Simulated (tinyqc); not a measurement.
Elastic trap-assisted tunnelling through a dielectric: one step of the calculation.

Emitter at x = 0 (Fermi level 0), collector at x = t (Fermi level -V), band edge U(x) = phi - F x, F = V/t. A trap at x has the energy E = U(x) - Et. With G(u) = (4/(3 F)) sqrt(mo/C) max(u, 0)^1.5, C = hbar^2/(2 m0): S1 = G(phi - E) - G(Et), S2 = G(Et) - G(phi - V - E), T1,2 = exp(-S1,2). The steady rate through one trap is nu T1 T2 (f1 - f2)/(T1 + T2), f1 = f(E), f2 = f(E + V), f(y) = 1/(1 + exp(y/Vt)); both contacts offer states at E.

Task. Rate through a trap near the best position. n equally spaced x from xa to xb, where nearly all of the current flows; J = q Nt times the integral of the rate, by Simpson's rule.

Inputs (values chosen for the exercise); dielectric values close to those of silicon dioxide:

| symbol | value | unit | meaning |
|---|---|---|---|
| T | 300 | K | temperature |
| phi | 3.13 | eV | barrier above the emitter Fermi level |
| mo | 0.52 | m0 | tunnelling mass |
| t | 5.2 | nm | thickness |
| Et | 2.5 | eV | trap depth below the band edge of the dielectric |
| Nt | 2e18 | cm^-3 | trap density |
| nu | 1e14 | 1/s | attempt frequency |
| n | 9 |  | points of the grid |
| V | 1.85 | V | voltage |
| xa | 1.82 | nm | left end of the grid |
| xb | 2.85 | nm | right end of the grid |

Constants: q = 1.602176634e-19 C, kB = 1.380649e-23 J/K, hbar = 1.054571817e-34 J s, m0 = 9.1093837015e-31 kg, Vt = kB T/q, hbar^2/(2 m0) = 0.0380998212 eV nm^2. Results are converted to the units shown.

Give: x; E; S1; S2; f1 - f2; rate; J.

Result.

| point | x (nm) | E (eV) | S1 | S2 | f1 - f2 | rate (1/s) |
|---|---|---|---|---|---|---|
| 0 | 1.820 | -0.0175 | 22.58 | 34.27 | 0.6631 | 0.08707 |
| 1 | 1.949 | -0.0633 | 24.28 | 33.17 | 0.9205 | 0.3606 |
| 2 | 2.078 | -0.1091 | 25.98 | 32.06 | 0.9855 | 1.171 |
| 3 | 2.206 | -0.1549 | 27.70 | 30.93 | 0.9975 | 3.539 |
| 4 | 2.335 | -0.2007 | 29.43 | 29.78 | 0.9996 | 6.820 |
| 5 | 2.464 | -0.2465 | 31.18 | 28.62 | 0.9999 | 2.682 |
| 6 | 2.592 | -0.2923 | 32.93 | 27.43 | 1.000 | 0.4981 |
| 7 | 2.721 | -0.3381 | 34.69 | 26.23 | 1.000 | 0.08554 |
| 8 | 2.850 | -0.3839 | 36.47 | 25.01 | 1.000 | 0.01446 |

J = 6.016e-8 A/cm^2

Range of the model: Phonon-assisted (inelastic) capture, chains of traps and a spread of trap depths are left out.

Computed by the program tinyqc: `OMP_NUM_THREADS=1 python tinyqc.py 2370008 2370009 out.jsonl`, one thread of a shared Intel Xeon 2.30GHz, about 0.04 s for the whole run.
